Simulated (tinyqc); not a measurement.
Gas flow in a process chamber: flow regimes, conductance, effective pumping speed, pump-down, outgassing and purge: one step, computed by the program tinyqc. Command: `OMP_NUM_THREADS=1 python tinyqc.py 3120170 3120171 out.jsonl pump walk`. One thread of a shared host (Intel(R) Xeon(R) Processor @ 2.30GHz), about 0.07 s of CPU time with the checks.

Ideal gas, isothermal flow, a pump of constant speed at the end of a round pipe; process gas, volume gas and outgassing are given the same properties. 1 sccm = 101325 Pa x 1e-6 m^3/60 s x T/273.15 K.

Question. Molecular flow. Mean speed c = sqrt(8 k_B T/(pi m)); aperture conductance C_a = c pi d^2/16; molecular pipe C_m = C_a/(1 + 3 l/(4 d)) (Dushman form); viscous pipe C_v = pi d^4 p_mean/(128 eta l); Knudsen interpolation C = C_v + C_m (1 + x)/(1 + 1.24 x), x = d p_mean sqrt(m/(k_B T))/eta. Effective speed 1/S_eff = 1/S + 1/C_m; time constant V/S_eff; pressure at which the free path k_B T/(sqrt2 pi d_m^2 p) equals d.

Inputs (values chosen for the exercise, modelled on oxygen near room temperature):
```
quantity,value,unit
molar mass M,32,g/mol
molecular diameter,0.36,nm
temperature T,350,K
chamber volume V,17,L
pipe diameter d,25,cm
pipe length l,10,cm
pump speed S,460,L/s
```

Constants: k_B = 1.380649e-23 J/K; u = 1.6605390666e-27 kg.

Give: mean speed c; C_a; C_m; S_eff in molecular flow; time constant; pressure where the free path equals d.

Answer.

mean speed c = 481.2 m/s

C_a = 5905 L/s

C_m = 4543 L/s

S_eff in molecular flow = 417.7 L/s

time constant = 0.04070 s

pressure where the free path equals d = 0.03357 Pa

The pipe passes on 91 % of the pump speed.
